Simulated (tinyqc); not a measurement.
## Germanium share from the critical thickness

Inverse problem. Critical thickness (Matthews-Blakeslee, 60-degree dislocations): h = bv (1 - nu/4)[ln(h/bv) + 1]/(4 pi e_par (1 + nu)), nu = c12/(c11 + c12). e_par = b1 x. Find e_par and x.

Values chosen for this exercise: lattice mismatch per unit x b1 = 0.0418; elastic constant c11 = 162 GPa; elastic constant c12 = 63.7 GPa; Burgers vector bv = 0.384 nm.

critical thickness = 7.8967268 nm

Solution. For given h the relation is explicit in the strain.

e_par = 1.13 %
x = 0.270

Program tinyqc, `OMP_NUM_THREADS=1 python tinyqc.py 2530173 2530174 out.jsonl`; Intel Xeon 2.30GHz, shared host, one thread, about 0.02 s.
